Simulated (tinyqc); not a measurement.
UHF in the sto-3g basis, for HeH+, spin multiplicity 1, step by step. Computed by tinyqc, a small Python program that keeps every step (integrals from PySCF). Settings: charge = 1, multiplicity = 1, basis = sto-3g, energy threshold = 1e-09, iteration cap = 85, orthogonalisation = symmetric, start = Wolfsberg-Helmholz matrix, DIIS depth = 0, method = UHF, break = 0.2. Command: `OMP_NUM_THREADS=1 python tinyqc.py 29862 29863 out.jsonl` (the two numbers bound the seeds that draw the settings). One thread of a shared host (Intel(R) Xeon(R) Processor @ 2.60GHz), about 0.07 s of CPU time with the checks. Later iterations appear only in the table of the cycle.

## One-electron integrals

Geometry (angstrom):

| atom | x | y | z |
|---|---|---|---|
| He | 0.0000 | 0.0000 | 0.0000 |
| H | 0.0000 | 0.0000 | 0.8300 |

Basis sto-3g: exponents (1/bohr^2) and contraction coefficients of normalised primitives:

| element | l (shell) | exponent | coefficient |
|---|---|---|---|
| He | s (1) | 6.3624 | 0.1543 |
| He | s (1) | 1.1589 | 0.5353 |
| He | s (1) | 0.3136 | 0.4446 |
| H | s (1) | 3.4253 | 0.1543 |
| H | s (1) | 0.6239 | 0.5353 |
| H | s (1) | 0.1689 | 0.4446 |

Overlap, kinetic and nuclear-attraction integrals over the contracted functions; the nuclear repulsion is the sum of Za Zb / Rab.

nuclear repulsion = 1.275126 hartree

overlap S:
```
        1He 1s   2H 1s
1He 1s  1.0000  0.4987
2H 1s   0.4987  1.0000
```

kinetic energy T (hartree):
```
        1He 1s   2H 1s
1He 1s  1.4118  0.1621
2H 1s   0.1621  0.7600
```

nuclear attraction V (hartree):
```
         1He 1s    2H 1s
1He 1s  -3.9694  -1.4718
2H 1s   -1.4718  -2.4254
```

core Hamiltonian H = T + V (hartree):
```
         1He 1s    2H 1s
1He 1s  -2.5576  -1.3098
2H 1s   -1.3098  -1.6654
```

## Two-electron integrals

Functions are numbered as in S; the eight-fold symmetry (ij|kl) = (ji|kl) = (kl|ij) leaves the list below.

Two-electron integrals (ij|kl) in chemists' order, unique and non-zero (hartree):
```
(11|11) 1.0557   (21|11) 0.4057   (21|21) 0.1906   (22|11) 0.5656
(22|21) 0.3337   (22|22) 0.7746
```

## Orthogonalisation

S = U s U^T; symmetric (Loewdin) form X = U s^(-1/2) U^T, so that X^T S X = 1.

eigenvalues of S: 0.5013  1.4987

X:
```
         1He 1s    2H 1s
1He 1s   1.1146  -0.2978
2H 1s   -0.2978   1.1146
```

## Starting guess

The start is the generalised Wolfsberg-Helmholz matrix (K = 1.75) built on H, with HOMO and LUMO mixed by +/-0.2 rad for the two spins; D(s) = C_occ C_occ^T for each spin.

D(alpha) at the start:
```
        1He 1s   2H 1s
1He 1s  0.3660  0.3326
2H 1s   0.3326  0.3022
```

D(beta) at the start:
```
        1He 1s   2H 1s
1He 1s  0.8832  0.1047
2H 1s   0.1047  0.0124
```

## Iteration 1: building the Fock matrix

J_ij = sum D_kl (ij|kl) with D = D(alpha) + D(beta), K_ij = sum D_kl (ik|jl) for each spin; F = H + J - K(s); E = tr D H + tr D J / 2 - 0.5 sum_s tr D(s) K(s) + E_nn.

Coulomb J (hartree):
```
        1He 1s   2H 1s
1He 1s  1.8516  0.7786
2H 1s   0.7786  1.2421
```

exchange K(alpha) (hartree):
```
        1He 1s   2H 1s
1He 1s  0.7139  0.5009
2H 1s   0.5009  0.5259
```

exchange K(beta) (hartree):
```
        1He 1s   2H 1s
1He 1s  1.0197  0.4417
2H 1s   0.4417  0.2478
```

F(alpha) (hartree):
```
         1He 1s    2H 1s
1He 1s  -1.4199  -1.0321
2H 1s   -1.0321  -0.9491
```

F(beta) (hartree):
```
         1He 1s    2H 1s
1He 1s  -1.7257  -0.9729
2H 1s   -0.9729  -0.6711
```

total energy of this density = -2.771752 hartree

## Iteration 1: diagonalisation and new density

Diagonalise F' = X^T F X, C = X C', fill 1 alpha and 1 beta electrons from the bottom; D(s) = C_occ C_occ^T. Each column has its largest component positive (the first on a tie).

F' = X^T F X (alpha) (hartree):
```
         1        2
1  -1.1631  -0.5875
2  -0.5875  -0.6200
```

orbital energies (alpha) (hartree): MO1 -1.5388, MO2 -0.2443

coefficients C (alpha):
```
           MO1      MO2
1He 1s  0.7787  -0.8513
2H 1s   0.3496   1.0995
```

F' = X^T F X (beta) (hartree):
```
         1        2
1  -1.5577  -0.4994
2  -0.4994  -0.3410
```

orbital energies (beta) (hartree): MO1 -1.7364, MO2 -0.1622

coefficients C (beta):
```
           MO1      MO2
1He 1s  0.9491  -0.6559
2H 1s   0.0952   1.1498
```

D(alpha) after iteration 1:
```
        1He 1s   2H 1s
1He 1s  0.6063  0.2722
2H 1s   0.2722  0.1222
```

D(beta) after iteration 1:
```
        1He 1s   2H 1s
1He 1s  0.9008  0.0904
2H 1s   0.0904  0.0091
```

## Iteration 2: building the Fock matrix

As before.

Coulomb J (hartree):
```
        1He 1s   2H 1s
1He 1s  1.9595  0.7935
2H 1s   0.7935  1.1961
```

exchange K(alpha) (hartree):
```
        1He 1s   2H 1s
1He 1s  0.8843  0.4926
2H 1s   0.4926  0.3919
```

exchange K(beta) (hartree):
```
        1He 1s   2H 1s
1He 1s  1.0260  0.4369
2H 1s   0.4369  0.2391
```

F(alpha) (hartree):
```
         1He 1s    2H 1s
1He 1s  -1.4824  -1.0089
2H 1s   -1.0089  -0.8612
```

F(beta) (hartree):
```
         1He 1s    2H 1s
1He 1s  -1.6241  -0.9531
2H 1s   -0.9531  -0.7083
```

total energy of this density = -2.833835 hartree

## Iteration 2: diagonalisation and new density

As before.

F' = X^T F X (alpha) (hartree):
```
         1        2
1  -1.2483  -0.5650
2  -0.5650  -0.5317
```

orbital energies (alpha) (hartree): MO1 -1.5591, MO2 -0.2209

coefficients C (alpha):
```
           MO1      MO2
1He 1s  0.8332  -0.7980
2H 1s   0.2762   1.1202
```

F' = X^T F X (beta) (hartree):
```
         1        2
1  -1.4479  -0.4945
2  -0.4945  -0.3914
```

orbital energies (beta) (hartree): MO1 -1.6432, MO2 -0.1960

coefficients C (beta):
```
           MO1      MO2
1He 1s  0.9273  -0.6864
2H 1s   0.1325   1.1461
```

D(alpha) after iteration 2:
```
        1He 1s   2H 1s
1He 1s  0.6942  0.2301
2H 1s   0.2301  0.0763
```

D(beta) after iteration 2:
```
        1He 1s   2H 1s
1He 1s  0.8599  0.1229
2H 1s   0.1229  0.0176
```

## Iteration 3: building the Fock matrix

As before.

Coulomb J (hartree):
```
        1He 1s   2H 1s
1He 1s  1.9802  0.7965
2H 1s   0.7965  1.1873
```

exchange K(alpha) (hartree):
```
        1He 1s   2H 1s
1He 1s  0.9341  0.4812
2H 1s   0.4812  0.3450
```

exchange K(beta) (hartree):
```
        1He 1s   2H 1s
1He 1s  1.0108  0.4477
2H 1s   0.4477  0.2595
```

F(alpha) (hartree):
```
         1He 1s    2H 1s
1He 1s  -1.5116  -0.9945
2H 1s   -0.9945  -0.8231
```

F(beta) (hartree):
```
         1He 1s    2H 1s
1He 1s  -1.5883  -0.9610
2H 1s   -0.9610  -0.7376
```

total energy of this density = -2.845074 hartree

## Iteration 3: diagonalisation and new density

As before.

F' = X^T F X (alpha) (hartree):
```
         1        2
1  -1.2908  -0.5488
2  -0.5488  -0.4965
```

orbital energies (alpha) (hartree): MO1 -1.5711, MO2 -0.2162

coefficients C (alpha):
```
           MO1      MO2
1He 1s  0.8572  -0.7722
2H 1s   0.2418   1.1281
```

F' = X^T F X (beta) (hartree):
```
         1        2
1  -1.4007  -0.5072
2  -0.5072  -0.4193
```

orbital energies (beta) (hartree): MO1 -1.6157, MO2 -0.2043

coefficients C (beta):
```
           MO1      MO2
1He 1s  0.9100  -0.7092
2H 1s   0.1609   1.1424
```

D(alpha) after iteration 3:
```
        1He 1s   2H 1s
1He 1s  0.7348  0.2073
2H 1s   0.2073  0.0585
```

D(beta) after iteration 3:
```
        1He 1s   2H 1s
1He 1s  0.8281  0.1464
2H 1s   0.1464  0.0259
```

## Iteration 18 (converged): orbitals

converged F(alpha) (hartree):
```
         1He 1s    2H 1s
1He 1s  -1.5494  -0.9777
2H 1s   -0.9777  -0.7796
```

converged F(beta) (hartree):
```
         1He 1s    2H 1s
1He 1s  -1.5494  -0.9777
2H 1s   -0.9777  -0.7795
```

As before.

F' = X^T F X (alpha) (hartree):
```
         1        2
1  -1.3451  -0.5284
2  -0.5284  -0.4569
```

orbital energies (alpha) (hartree): MO1 -1.5912, MO2 -0.2108

coefficients C (alpha):
```
           MO1      MO2
1He 1s  0.8847  -0.7406
2H 1s   0.2007   1.1361
```

F' = X^T F X (beta) (hartree):
```
         1        2
1  -1.3451  -0.5283
2  -0.5283  -0.4569
```

orbital energies (beta) (hartree): MO1 -1.5912, MO2 -0.2108

coefficients C (beta):
```
           MO1      MO2
1He 1s  0.8847  -0.7405
2H 1s   0.2007   1.1361
```

D(alpha) after iteration 18:
```
        1He 1s   2H 1s
1He 1s  0.7826  0.1776
2H 1s   0.1776  0.0403
```

D(beta) after iteration 18:
```
        1He 1s   2H 1s
1He 1s  0.7826  0.1775
2H 1s   0.1775  0.0403
```

## Convergence

Stop when the energy changes by less than 1e-09 hartree and every element of the error matrix X^T (F D S - S D F) X (for each spin) is below 9e-06.

Course of the cycle:

| iteration | E (hartree) | change | largest element of the error matrix |
|---|---|---|---|
| 1 | -2.771752 | - | 2.39e-01 |
| 2 | -2.833835 | -6.21e-02 | 8.82e-02 |
| 3 | -2.845074 | -1.12e-02 | 4.15e-02 |
| 4 | -2.848403 | -3.33e-03 | 2.20e-02 |
| 5 | -2.849449 | -1.05e-03 | 1.22e-02 |
| 6 | -2.849780 | -3.31e-04 | 6.81e-03 |
| 7 | -2.849885 | -1.05e-04 | 3.84e-03 |
| 8 | -2.849918 | -3.33e-05 | 2.16e-03 |
| 9 | -2.849929 | -1.06e-05 | 1.22e-03 |
| 10 | -2.849932 | -3.35e-06 | 6.85e-04 |
| 11 | -2.849933 | -1.06e-06 | 3.86e-04 |
| 12 | -2.849934 | -3.38e-07 | 2.18e-04 |
| 13 | -2.849934 | -1.07e-07 | 1.23e-04 |
| 14 | -2.849934 | -3.40e-08 | 6.90e-05 |
| 15 | -2.849934 | -1.08e-08 | 3.89e-05 |
| 16 | -2.849934 | -3.42e-09 | 2.19e-05 |
| 17 | -2.849934 | -1.09e-09 | 1.23e-05 |
| 18 | -2.849934 | -3.45e-10 | 6.95e-06 |

PySCF UHF in the same basis, after a stability check = -2.849934 hartree

Converged in 18 iterations.

## Populations, bond orders and dipole

Mulliken: Z minus the diagonal of D S on the atom; Loewdin: the same with S^(1/2) D S^(1/2); Mayer order: 2 sum_s sum (D(s) S)_ij (D(s) S)_ji over the two atoms.

Charges (e):

| atom | Mulliken | Loewdin | Mulliken spin |
|---|---|---|---|
| 1He | 0.2577 | 0.3566 | -1.15e-05 |
| 2H | 0.7423 | 0.6434 | 1.15e-05 |

Mayer bond orders:

| pair | order |
|---|---|
| 2-1 | 0.4489 |

dipole moment about the origin, x y z (debye): 0.0000  0.0000  3.0942

<S^2> of the determinant (pure state: 0) = 1.69e-10
